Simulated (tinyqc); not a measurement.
Inside a calculation. Method: Hubbard ring of 6 sites. Computed by tinyqc, a small Python program that keeps every step. Settings: hopping = 0.92, U = 7.0, mixing = 0.2, iteration cap = 59. Command: `OMP_NUM_THREADS=1 python tinyqc.py 24097 24098 out.jsonl` (the two numbers bound the seeds that draw the settings). One thread of a shared host (Intel(R) Xeon(R) Processor @ 2.60GHz), about 0.2 s of CPU time with the checks. Later iterations appear only in the table of the cycle.

## Mean-field iteration 1

one-body matrix (hopping and site energies) (eV):
```
           1          2          3          4          5          6
1   0.000000  -0.920000   0.000000   0.000000   0.000000  -0.920000
2  -0.920000   0.000000  -0.920000   0.000000   0.000000   0.000000
3   0.000000  -0.920000   0.000000  -0.920000   0.000000   0.000000
4   0.000000   0.000000  -0.920000   0.000000  -0.920000   0.000000
5   0.000000   0.000000   0.000000  -0.920000   0.000000  -0.920000
6  -0.920000   0.000000   0.000000   0.000000  -0.920000   0.000000
```

U = 7.000000 eV

electrons, up and down: 3  3

mixing = 0.200000

n(up) at the start (a guess, not normalised): 1 0.800000, 2 0.200000, 3 0.800000, 4 0.200000, 5 0.800000, 6 0.200000

n(down) at the start (a guess): 1 0.200000, 2 0.800000, 3 0.200000, 4 0.800000, 5 0.200000, 6 0.800000

H(up) = T + U n(down), H(down) = T + U n(up); fill the lowest levels; n(new) = n + mixing (n(out) - n); E = tr T (rho up + rho down) + U sum n_up n_down of the output.

levels, up (eV): 0.707940  1.207316  1.207316  5.792684  5.792684  6.292060

levels, down (eV): 0.707940  1.207316  1.207316  5.792684  5.792684  6.292060

energy = -1.192041 eV

n(up) after iteration 1: 1 0.826135, 2 0.173865, 3 0.826135, 4 0.173865, 5 0.826135, 6 0.173865

n(down) after iteration 1: 1 0.173865, 2 0.826135, 3 0.173865, 4 0.826135, 5 0.173865, 6 0.826135

## Mean-field iteration 2

As before.

levels, up (eV): 0.567862  1.038652  1.038652  5.961348  5.961348  6.432138

levels, down (eV): 0.567862  1.038652  1.038652  5.961348  5.961348  6.432138

energy = -1.276815 eV

n(up) after iteration 2: 1 0.848696, 2 0.151304, 3 0.848696, 4 0.151304, 5 0.848696, 6 0.151304

n(down) after iteration 2: 1 0.151304, 2 0.848696, 3 0.151304, 4 0.848696, 5 0.151304, 6 0.848696

## Mean-field iteration 3

As before.

levels, up (eV): 0.443296  0.891506  0.891506  6.108494  6.108494  6.556704

levels, down (eV): 0.443296  0.891506  0.891506  6.108494  6.108494  6.556704

energy = -1.330204 eV

n(up) after iteration 3: 1 0.867957, 2 0.132043, 3 0.867957, 4 0.132043, 5 0.867957, 6 0.132043

n(down) after iteration 3: 1 0.132043, 2 0.867957, 3 0.132043, 4 0.867957, 5 0.132043, 6 0.867957

## Convergence

Each step fills the lowest levels of T + U n(other spin) and sets n(new) = n + mixing (n(out) - n); stop when output and input agree to 1e-8.

Course of the cycle:
```
iteration       E (eV)  largest |n(out) - n(in)|  mean |n_up - n_down|
1          -1.19204071                  1.31e-01              0.861349
2          -1.27681495                  1.13e-01              0.877876
3          -1.33020422                  9.63e-02              0.890002
4          -1.36408690                  8.16e-02              0.899053
5          -1.38578184                  6.87e-02              0.905916
6          -1.39979530                  5.76e-02              0.911193
7          -1.40892019                  4.81e-02              0.915298
8          -1.41490428                  4.01e-02              0.918525
9          -1.41885283                  3.34e-02              0.921081
10         -1.42147192                  2.77e-02              0.923122
11         -1.42321687                  2.30e-02              0.924760
...                ...                       ...                   ...
49         -1.42679029                  1.59e-05              0.931956
50         -1.42679029                  1.31e-05              0.931957
51         -1.42679029                  1.08e-05              0.931958
52         -1.42679029                  8.92e-06              0.931958
53         -1.42679029                  7.36e-06              0.931959
54         -1.42679029                  6.08e-06              0.931959
55         -1.42679029                  5.01e-06              0.931959
56         -1.42679029                  4.14e-06              0.931960
57         -1.42679029                  3.41e-06              0.931960
58         -1.42679029                  2.82e-06              0.931960
59         -1.42679029                  2.32e-06              0.931960
```

Not converged within 59 iterations: the residual falls steadily but slowly, by a factor of about 0.83 a step. The lowest mean-field energy found from random starts is -0.97713 eV. Reruns (cap 100 unless said): mixing 0.5: converged in 30 (E = -1.42679); mixing 0.9: converged in 12 (E = -1.42679); the original settings with a cap of 400: converged in 88 (E = -1.42679).

## Exact diagonalisation (400 states)

Lowest levels of the sector, and the double occupancy of the lowest state.

lowest levels (eV): -1.972587  -1.633397  -1.375885  -1.282250  -1.282250  -1.142826

double occupancy per site = 0.042726

## The lowest level by Lanczos steps

From a random start vector (not printed): a_j = <q_j|H|q_j>, b_j = norm of the remainder after orthogonalising; the Ritz value is the lowest eigenvalue of the tridiagonal matrix of a and b so far.

Lanczos:
```
j    a_j (eV)  b_j (eV)  lowest Ritz value (eV)
1    8.382272  6.030356              8.38227165
2    9.111024  6.982668              2.70529341
3   10.430309  7.605037              0.04975470
4   10.911935  4.989513             -1.41564367
5    9.720383  4.950787             -1.76298261
6   10.936848  6.073483             -1.84384475
7   10.353817  7.929969             -1.87596740
8   10.220006  5.669829             -1.92075554
9   11.473531  4.068711             -1.95790691
10  10.952808  5.434014             -1.96544129
```
